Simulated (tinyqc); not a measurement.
Ion implantation: universal nuclear stopping, Lindhard-Scharff electronic stopping and a Gaussian range profile: one step, computed by the program tinyqc. Command: `OMP_NUM_THREADS=1 python tinyqc.py 3015908 3015909 out.jsonl implant walk`. One thread of a shared host (Intel(R) Xeon(R) Processor @ 2.30GHz), about 0.07 s of CPU time with the checks.

An ion slows by elastic collisions with screened nuclei and by friction with electrons; channelling is ignored and the target is uniform.

Question. Mask thickness. For a mask that stops like the target, the fraction beyond d is (1/2) erfc((d - R_p)/(sqrt2 dR_p)); solve for d.

Inputs (values chosen for the exercise, modelled on boron ions in silicon): fraction allowed through the mask = 1e-06.

Follow-up: mask.

projected range R_p = 81.29118 nm

straggle dR_p = 24.37018 nm

Give: number of straggles beyond R_p; mask thickness d.

Answer.

number of straggles beyond R_p = 4.753

mask thickness d = 197.1 nm

Caution: the estimates of R_p and dR_p assume mainly nuclear stopping and an ion not much lighter than the target; here they are rough, and for light ions in heavy targets the straggle can be low by a factor of two or more. Caution: real range profiles are skewed and have channelling tails, so a Gaussian is unreliable this far out.
